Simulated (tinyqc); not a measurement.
Dielectric constant under pressure: Penn model of the dielectric constant and Phillips ionicity.

n = 32/a^3; Ep^2 = 8 pi c e2 n with c = hbar^2/2m0, e2 = e^2/(4 pi eps0); EF = c (3 pi^2 n)^(2/3); eps = 1 + (Ep/Eg)^2 S with S = 1 - Eg/(4 EF) + (Eg/(4 EF))^2/3, Eg the Penn gap. Core d shells are left out.

Phillips: bond length d = sqrt(3) a/4; homopolar gap Eh = 39.74 d^(-2.48) eV (d in angstrom); Eg^2 = Eh^2 + C^2; ionicity fi = C^2/Eg^2.

Constants: hbar^2/2m0 = 3.80998211 eV angstrom^2; e^2/(4 pi eps0) = 14.39964547 eV angstrom.

Parameters, chosen for this exercise (out of a larger set: near those of GaSb; not measured data): a = 6.099 angstrom (cubic lattice constant, 32 valence electrons a cell); C0 = 2.21 eV (ionic gap, held fixed).

The lattice constant is scaled by the factor listed; C = C0.

Results:

| factor | Eh (eV) | Eg (eV) | Ep (eV) | eps | fi |
|---|---|---|---|---|---|
| 0.94 | 4.168 | 4.717 | 15.302 | 10.451 | 0.219 |
| 0.96 | 3.956 | 4.531 | 14.826 | 10.615 | 0.238 |
| 0.98 | 3.759 | 4.360 | 14.375 | 10.758 | 0.257 |
| 0.99 | 3.665 | 4.280 | 14.158 | 10.822 | 0.267 |
| 1.00 | 3.575 | 4.203 | 13.946 | 10.881 | 0.276 |
| 1.01 | 3.488 | 4.129 | 13.739 | 10.934 | 0.286 |
| 1.02 | 3.404 | 4.058 | 13.538 | 10.982 | 0.297 |
| 1.04 | 3.244 | 3.925 | 13.149 | 11.061 | 0.317 |

d ln eps/d ln a = +0.51 around factor 1: eps falls under compression. Ep^2 goes as a^-3 and Eh^2 as a^-4.96; with C fixed Eg^2 goes as a^-3.59 at fi = 0.276, and leaving S aside the two powers balance at fi = 0.395. The slope is a difference of two powers and the model omits d shells and any change of C, so it is no prediction for a real crystal; eps from C0 (row 1.00) need not match a measured ei.

(tinyqc, `OMP_NUM_THREADS=1 python tinyqc.py 1682069 1682070 out.jsonl`, Intel(R) Xeon(R) Processor @ 2.30GHz, 1 thread, shared host, about 0.01 s.)
